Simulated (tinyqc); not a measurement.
Interdiffusion in a binary couple: Darken equations, Kirkendall shift and Boltzmann-Matano analysis: one step, computed by the program tinyqc.

x is the mole fraction of B; the molar volume is constant, and the two halves are long enough to count as infinite.

Problem. Diffusivities at one composition. D*_i(x) = D*_i(0) exp(k x); thermodynamic factor Phi = 1 - 2 W x (1 - x)/(k_B T); intrinsic D_i = D*_i Phi; interdiffusion D~ = x D_A + (1 - x) D_B.

Inputs (values chosen for the exercise, for a model alloy A-B):

| quantity | value | unit |
|---|---|---|
| tracer diffusivity D*_A(0) | 4.1e-13 | m^2/s |
| tracer diffusivity D*_B(0) | 6.3e-13 | m^2/s |
| slope k of ln D* with x | 0.81 | - |
| regular-solution parameter W | 0.065 | eV |
| temperature T | 1170 | K |
| composition x for the local step | 0.25 | - |

Vacancy-wind correction: none.

Constants: k_B = 8.617333262e-05 eV/K.

Give: thermodynamic factor Phi; intrinsic D_A; intrinsic D_B; interdiffusion coefficient D~ at the local x.

Solution.

thermodynamic factor Phi = 0.7582

intrinsic D_A = 3.807e-13 m^2/s

intrinsic D_B = 5.849e-13 m^2/s

interdiffusion coefficient D~ at the local x = 5.338e-13 m^2/s

A positive W (tendency to separate) slows mixing: Phi is below 1.
